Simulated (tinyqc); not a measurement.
Spin coating of a resist or spin-on film: centrifugal thinning, evaporation and the final thickness (Emslie and Meyerhofer models): one step, computed by the program tinyqc. Command: `OMP_NUM_THREADS=1 python tinyqc.py 3113840 3113841 out.jsonl spincoat walk`. One thread of a shared host (Intel(R) Xeon(R) Processor @ 2.30GHz), about 0.1 s of CPU time with the checks.

A Newtonian film stays uniform over the wafer; solvent and solids have the same density and the concentration is uniform through the thickness.

Task: Rates. omega = 2 pi f/60; nu(c) = nu_s + k c^gamma; evaporation rate e = e0 sqrt(f/1000 rpm). Flow constant K = 2 omega^2/(3 nu(c0)); Reynolds number of the air omega R^2/nu_air with nu_air = 15 mm^2/s.

Inputs (values chosen for the exercise, of the order of those of a polymer resist in an ester solvent):

| quantity | value | unit |
|---|---|---|
| solids volume fraction c0 | 0.16 | - |
| kinematic viscosity of the solvent nu_s | 1.7 | mm^2/s |
| viscosity constant k | 1200 | mm^2/s |
| viscosity exponent gamma | 3.3 | - |
| spin speed f | 1500 | rpm |
| evaporation rate at 1000 rpm e0 | 0.054 | micrometre/s |
| wafer radius R | 150 | mm |

Give: omega; nu(c0); evaporation rate e; flow constant K; Reynolds number of the air.

Result:

omega = 157.1 1/s

nu(c0) = 4.536 mm^2/s

evaporation rate e = 0.06614 micrometre/s

flow constant K = 0.003626 1/(micrometre^2 s)

Reynolds number of the air = 2.356e+05
